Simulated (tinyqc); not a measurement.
Ground states by the convex hull: cluster expansion of a binary alloy: correlations, fit, cross-validation and ground states. Computed by tinyqc, a small Python program. Command: `OMP_NUM_THREADS=1 python tinyqc.py 3021495 3021496 out.jsonl clex walk`. One thread of a shared host (Intel(R) Xeon(R) Processor @ 2.30GHz), about 0.07 s of CPU time with the checks.

s = +1 for A and -1 for B. Energy per site E = J0 + J1 P(point) + sum over clusters of m V P, with P the mean product of spins; V > 0 on a pair favours unlike neighbours. Clusters per site m: pair 1 4, pair 2 3, pair 3 6, triplet 12; the triplet is two first-neighbour bonds closed by a second-neighbour bond. Formation energies are counted from the line between pure A and pure B, which removes J0 and J1.

Inputs (values chosen for the exercise, for a model alloy):
```
quantity                     value      unit
first-pair interaction V1     25.6       meV
second-pair interaction V2  0.0019       meV
third-pair interaction V3     -3.1       meV
triplet interaction Vt       -0.73       meV
noise amplitude                6.5  meV/site
```

Lattice: bcc.

Method:
- Design matrix of formation energies: m (P - 1) for pairs and m (P(triplet) - P(point)) for the triplet; x = (1 - P(point))/2.
- Exact: X V with V = (V1, V2, V3, Vt). The data to fit add the noise amplitude times the normal numbers, standing for what the clusters leave out.
- Leave out pair 3: A = X^T X and b = X^T E (E being the data with noise) over these three columns; solve A V = b. The root-mean-square error runs over the structures between the pure ends.
- Height above the hull = E less the lowest straight line between two structures that bracket x (or the lowest structure at the same x). The three-term fit is X V with the fitted values.

correlations P, counted on periodic cells:
```
                     point    pair 1    pair 2    pair 3   triplet
A                  1.00000   1.00000   1.00000   1.00000   1.00000
A3B D0_3           0.50000   0.00000   0.00000   1.00000  -0.50000
A3B (001) layers   0.50000   0.00000   0.66667   0.33333   0.16667
A2B C11_b          0.33333  -0.33333   0.55556   0.11111  -0.11111
AB B2              0.00000  -1.00000   1.00000   1.00000   0.00000
AB B32             0.00000   0.00000  -1.00000   1.00000   0.00000
A2B2 B11           0.00000   0.00000   0.33333  -0.33333   0.00000
AB (110) layers    0.00000   0.00000  -0.33333  -0.33333   0.00000
AB2 C11_b         -0.33333  -0.33333   0.55556   0.11111   0.11111
AB3 D0_3          -0.50000   0.00000   0.00000   1.00000   0.50000
AB3 (001) layers  -0.50000   0.00000   0.66667   0.33333  -0.16667
B                 -1.00000   1.00000   1.00000   1.00000  -1.00000
```

standard normal numbers for the noise (0 for the pure ends): A 0.000, A3B D0_3 0.870, A3B (001) layers -0.151, A2B C11_b 1.759, AB B2 -0.718, AB B32 -0.912, A2B2 B11 -0.579, AB (110) layers -0.037, AB2 C11_b 1.735, AB3 D0_3 -0.823, AB3 (001) layers -0.161, B 0.000

X:
```
                   pair 1   pair 2   pair 3   triplet
A                  0.0000   0.0000   0.0000    0.0000
A3B D0_3          -4.0000  -3.0000   0.0000  -12.0000
A3B (001) layers  -4.0000  -1.0000  -4.0000   -4.0000
A2B C11_b         -5.3333  -1.3333  -5.3333   -5.3333
AB B2             -8.0000   0.0000   0.0000    0.0000
AB B32            -4.0000  -6.0000   0.0000    0.0000
A2B2 B11          -4.0000  -2.0000  -8.0000    0.0000
AB (110) layers   -4.0000  -4.0000  -8.0000    0.0000
AB2 C11_b         -5.3333  -1.3333  -5.3333    5.3333
AB3 D0_3          -4.0000  -3.0000   0.0000   12.0000
AB3 (001) layers  -4.0000  -1.0000  -4.0000    4.0000
B                  0.0000   0.0000   0.0000    0.0000
```

fitted V1, V2, Vt (meV): 23.3663  0.0982  -1.0833

exact energies (meV/site): A 0.000, A3B D0_3 -93.646, A3B (001) layers -87.082, A2B C11_b -116.109, AB B2 -204.800, AB B32 -102.411, A2B2 B11 -77.604, AB (110) layers -77.608, AB2 C11_b -123.896, AB3 D0_3 -111.166, AB3 (001) layers -92.922, B 0.000

Hull among these structures (meV/site):
```
structure              x  exact E  above hull  fitted E  above hull, fit
A                 0.0000     0.00        0.00      0.00            0.000
A3B D0_3          0.2500   -93.65        8.75    -80.76           12.705
A3B (001) layers  0.2500   -87.08       15.32    -89.23            4.235
A2B C11_b         0.3333  -116.11       20.42   -118.97            5.647
AB B2             0.5000  -204.80        0.00   -186.93            0.000
AB B32            0.5000  -102.41      102.39    -94.05           92.876
A2B2 B11          0.5000   -77.60      127.20    -93.66           93.269
AB (110) layers   0.5000   -77.61      127.19    -93.86           93.072
AB2 C11_b         0.6667  -123.90       18.48   -130.53            2.954
AB3 D0_3          0.7500  -111.17        0.00   -106.76            0.000
AB3 (001) layers  0.7500   -92.92       18.24    -97.90            8.863
B                 1.0000     0.00        0.00      0.00            0.000
```

lowest exact formation energy = -204.8 meV/site

What follows from these numbers?

On the exact hull: A, AB B2, AB3 D0_3, B. The fit finds the same set. A structure at zero height may lie on a tie line without being a vertex, and structures outside this list could lie lower.

Extremes, crossings and ranges named in words are read from the listed rows.
